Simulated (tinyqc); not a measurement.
Which stress helps holes along [110]: six-band Luttinger-Kohn model with strain.

Six-band Luttinger-Kohn model in the basis |3/2,3/2>, |3/2,1/2>, |3/2,-1/2>, |3/2,-3/2>, |1/2,1/2>, |1/2,-1/2>, electron energies, zero at the top of the unstrained valence band. H = -[rows: (P+Q, -S, R, 0, -S/r2, r2 R); (-S*, P-Q, 0, R, -r2 Q, r32 S); (R*, 0, P-Q, S, r32 S*, r2 Q); (0, R*, S*, P+Q, -r2 R*, -S*/r2); (-S*/r2, -r2 Q, r32 S, -r2 R, P+Dso, 0); (r2 R*, r32 S*, r2 Q, -S/r2, 0, P+Dso)], r2 = sqrt(2), r32 = sqrt(3/2). Levels are twofold.

P = c g1 k^2 - av tr(e); Q = c g2 (kx^2 + ky^2 - 2 kz^2) - (b/2)(exx + eyy - 2 ezz); R = c sqrt3 [-g2 (kx^2 - ky^2) + 2i g3 kx ky] + (sqrt3/2) b (exx - eyy) - i d exy; S = 2 c sqrt3 g3 (kx - i ky) kz - d (exz - i eyz); c = hbar^2/2m0, e the strain tensor (not engineering shear).

s11 = (C11 + C12)/((C11 - C12)(C11 + 2 C12)), s12 = -C12/((C11 - C12)(C11 + 2 C12)), s44 = 1/C44; exx = s11 sxx + s12 (syy + szz) and cyclic, exy = s44 sxy/2; tension is positive. A uniaxial stress X along the unit vector n is s_ij = X n_i n_j.

Constants: hbar^2/2m0 = 3.80998211 eV angstrom^2.

Values chosen for the exercise (near those of GaP; the results hold for these values, not for the real material): Dso = 0.078 eV (spin-orbit splitting); g1 = 4.04 (Luttinger gamma1); g2 = 0.49 (gamma2); g3 = 1.24 (gamma3); av = 1.68 eV (valence hydrostatic potential); b = -1.61 eV (tetragonal shear potential); d = -4.59 eV (trigonal shear potential); C11 = 141 GPa; C12 = 61.6 GPa; C44 = 71.9 GPa; X1 = 1.1 GPa (size of the stress).

Each load has size X1 (biaxial: sxx = syy); masses are curvatures of the top pair at k = 0.

Results:
```
load                         splitting (meV)  top edge (meV)  m [110]  m [001]
uniaxial [110], compression             49.6            21.9    0.133    0.311
uniaxial [110], tension                 29.3            27.8    0.493    0.215
uniaxial [100], compression             53.7            24.4    0.225    0.311
uniaxial [100], tension                 30.4            29.3    0.264    0.221
uniaxial [111], compression             48.3            21.0    0.164    0.248
uniaxial [111], tension                 28.7            27.3    0.357    0.248
biaxial (001), compression              30.4             8.3    0.221    0.327
biaxial (001), tension                  53.7            45.4    0.311    0.176
```

What does the comparison show, and why?

The lightest mass along [110] (0.133) comes with uniaxial [110], compression. The largest splitting (53.7 meV) comes with uniaxial [100], compression; biaxial (001), tension. The heaviest mass along [001] (0.327), which lowers the confinement energy in a (001) channel, comes with biaxial (001), compression. The splitting per GPa follows b (s11 - s12) for loads along cube axes and d s44 for [111]: here 2 |b| (s11 - s12) = 40.6 and |d| s44/sqrt3 = 36.9 meV per GPa in the limit of large Dso; where the splitting nears Dso, mixing with the split-off band makes it depend on the sign of the load.

Run: tinyqc, `OMP_NUM_THREADS=1 python tinyqc.py 1080993 1080994 out.jsonl`; Intel(R) Xeon(R) Processor @ 2.30GHz, one thread, shared host; about 0.06 s of CPU time with all checks.
